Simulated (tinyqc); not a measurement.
The decay curve: photoconductance decay in a wafer: bulk and surface recombination modes, and iron detection by pair splitting. Computed by tinyqc, a small Python program. Command: `OMP_NUM_THREADS=1 python tinyqc.py 3113309 3113310 out.jsonl pcd walk`. One thread of a shared host (Intel(R) Xeon(R) Processor @ 2.30GHz), about 0.01 s of CPU time with the checks.

Both faces of the wafer have the same S; injection is low and all coefficients are constant. x runs from -W/2 to W/2.

Inputs (values chosen for the exercise, modelled on p-type silicon):
```
quantity                          value         unit
thickness W                         525   micrometre
diffusivity D                      24.5       cm^2/s
bulk lifetime tau_b without iron    220  microsecond
surface recombination velocity S    360         cm/s
absorption coefficient alpha       1500         1/cm
```

Method:
- Even modes cos(a x) obey b tan b = S W/(2 D) with b = a W/2, odd modes sin(a x) obey -b cot b = S W/(2 D); each decays at the rate 1/tau_b + D a^2.
- tau_eff is the decay time of the first mode. The surface time is 1/(D a^2) of that mode; shortcuts for it are W/(2 S), W^2/(pi^2 D) and their sum, whose error is sum/surface time - 1.
- Light from one face makes n(x, 0) proportional to exp(-alpha (x + W/2)). Only even modes carry the thickness average: weight c_n = [sin b/b] int n cos(a x) dx / (int cos^2(a x) dx x mean n), with int exp(-alpha (x + W/2)) cos(a x) dx = [alpha cos b (1 - E) + a sin b (1 + E)]/(alpha^2 + a^2), E = exp(-alpha W), and int cos^2 = W/2 + sin(2 b)/(2 a).
- Mean density = sum_n c_n exp(-t/tau_n) over 60 modes; the local decay time is -1/(d ln n/dt).

W^2/(pi^2 D) = 11.3986 microsecond

tau_eff = 60.0063 microsecond

Decay:
```
t / (W^2/(pi^2 D))  t (microsecond)  mean density/start  local decay time (microsecond)
0.02                          0.228             0.96898                          11.693
0.05                          0.570             0.94681                          17.795
0.10                          1.140             0.92167                          24.497
0.20                          2.280             0.88627                          33.578
0.50                          5.699             0.81696                          49.539
1.00                         11.399             0.73668                          58.460
2.00                         22.797             0.60851                          59.982
```

What follows from these numbers?

The local decay time goes from 11.7 to 60.0 microsecond against tau_eff = 60.0. Early on higher modes speed the decay, so a fit must start late.
